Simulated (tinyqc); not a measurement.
Long-channel MOSFET, surface-potential model: course of the iteration: surface potential at the source by Newton steps.

n-channel transistor on a uniformly doped p-type body, gradual-channel approximation, constant mobility, Boltzmann statistics, full ionisation. Potentials are counted from the neutral body; V is the electron quasi-Fermi potential, Vsb at the source and Vsb + Vds at the drain. Charges are magnitudes per area.

With V = Vsb: G = psi - Vt + Vt e, e = exp((psi - 2 phiF - Vsb)/Vt); f = Vgs + Vsb - Vfb - psi - gamma sqrt(G); f' = -1 - gamma (1 + e)/(2 sqrt(G)); psi(new) = psi - f/f'.

Stop when psi changes by less than 1e-10 V, or after 40 iterations.

Inputs (values chosen for the exercise); material values close to those of silicon: temperature T = 293 K; flat-band voltage Vfb = -0.74 V; source-body reverse bias Vsb = 0.5 V; gate-source voltage Vgs = -0.02 V.

Constants: q = 1.602176634e-19 C, kB = 1.380649e-23 J/K, Vt = kB T/q. Results are converted to the units shown.

psi at the start (2 phiF + Vsb) = 1.18252 V
phiF = 0.341258 V
gamma = 0.0479672 V^0.5

Course of the iteration:
```
iteration	psi (V)	|change| (V)
1	1.16846	0.0141
2	1.16839	6.71e-5
3	1.16839	1.05e-9
4	1.16839	0
```

Did this iteration meet its convergence test, and what does its course show?

Yes. Converged in 4 iterations. The change falls from 0.014 in the first iteration to below the tolerance in the last.

tinyqc, about 0.04 s, one thread, Intel Xeon 2.30GHz (shared host): `OMP_NUM_THREADS=1 python tinyqc.py 2360008 2360009 out.jsonl`
